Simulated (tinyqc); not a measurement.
Stacked nanosheet transistor, parasitic resistance, capacitance and delay: one step of the calculation.

Ns sheets share one contact on top; each has perimeter p = 2 (Ws + ts) and cross-section A = Ws ts; contact width Wc = Ws + 10 nm, stack height Hs = Ns pv. Sheet 1 is the top one. Contact length Lc = CPP - Lg - 2 Lsp, shared by two neighbouring gates. Source and drain sides are equal. The formulas are first-order estimates, not field solutions.

Question. Capacitances. With N sheets: gate Cg = Cinv p N Lg; per side, plate Cp = ks eps0 [Wc (Hs + Hc) - N A]/Lsp, top fringe Cf = (2/pi) ks eps0 Wc ln(1 + Lg/(2 Lsp)), overlap Co = Cinv p N Lov. Cs = Cp + Cf + Co. An inverter of two such devices driving an equal one has the load CL = 2 (Cg + 2 Cs) + 4 Cs + Cw (its own drains counted twice for the Miller effect).

Inputs (values chosen for the exercise); values close to those of silicon logic devices:
- Ns = 2 (number of sheets)
- Ws = 30 nm (sheet width)
- ts = 7 nm (sheet thickness)
- pv = 14 nm (vertical pitch of the sheets)
- Lg = 12 nm (gate length)
- Lsp = 7 nm (spacer length)
- ks = 5.5 (relative permittivity of the spacer)
- Hc = 20 nm (gate height above the channel stack)
- Lov = 1 nm (gate overlap)
- Cinv = 2.8 uF/cm^2 (inversion capacitance)
- Cw = 0.13 fF (wire load)

Constants: eps0 = 8.8541878128e-12 F/m. Results are converted to the units shown.

Find: Cg; Cp; Cf; Co; CL.

Answer.

Cg = 49.73 aF
Cp = 10.44 aF
Cf = 0.7677 aF
Co = 4.144 aF
CL = 352.2 aF

The channel capacitance gives 28.2 % of CL, the parasitic parts 34.9 % and the wire 36.9 %.

Program tinyqc, `OMP_NUM_THREADS=1 python tinyqc.py 2170115 2170116 out.jsonl`; Intel Xeon 2.30GHz, shared host, one thread, about 0.09 s.
